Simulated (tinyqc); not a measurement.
Hexagonal on-chip spiral inductor, lumped pi model: one step of the calculation.

Outer diameter do = di + 2 n wd + 2 (n - 1) sp, mean da = (do + di)/2, fill p = (do - di)/(do + di), length l = 3.464 n da. L = 2.33 mu0 n^2 da/(1 + 3.82 p), mu0 = 4 pi 1e-7 H/m. Rs = rho l/(wd delta (1 - exp(-th/delta))), delta = sqrt(rho/(pi f mu0)). Cs = n wd^2 eps0 eo/hu across the coil. At each end Cox = l wd eps0 eo/(2 ho) leads to the substrate branch Rsi = 2 rs he/(l wd) in parallel with Csi = l wd eps0 11.7/(2 he). With one end grounded Y = 1/(Rs + i w L) + i w Cs + 1/[1/(i w Cox) + 1/(1/Rsi + i w Csi)], w = 2 pi f; Q = -Im Y/Re Y. Eddy currents in neighbouring turns and in the substrate are left out.

Problem. Admittance, quality factor and apparent inductance. Series branch 1/(Rs + i w L), substrate branch, total Y, Q = -Im Y/Re Y, apparent inductance Im(1/Y)/w, metal-only value w L/Rs, share of the loss in the substrate Re(substrate branch)/Re Y.

Values chosen for this exercise:
```
symbol,value,unit,meaning
f,2.9,GHz,frequency
```

L = 1.9054688 nH
Rs = 2.7801725 ohm
Cs = 4.9583452 fF
Cox = 16.349953 fF
Rsi = 1428.2429 ohm
Csi = 7.2532477 fF

Wanted: series branch; substrate branch; Y; Q; apparent inductance; w L/Rs; share of the loss in the substrate.

Solution.

series branch = 2.29-28.62i mS
substrate branch = 0.0920+0.2414i mS
Y = 2.38-28.29i mS
Q = 11.87
apparent inductance = 1.926 nH
w L/Rs = 12.49
share of the loss in the substrate = 3.861 %

Q is 95.0 % of the metal-only value.

Computed by the program tinyqc: `OMP_NUM_THREADS=1 python tinyqc.py 2302064 2302065 out.jsonl`, one thread of a shared Intel Xeon 2.30GHz, about 0.01 s for the whole run.
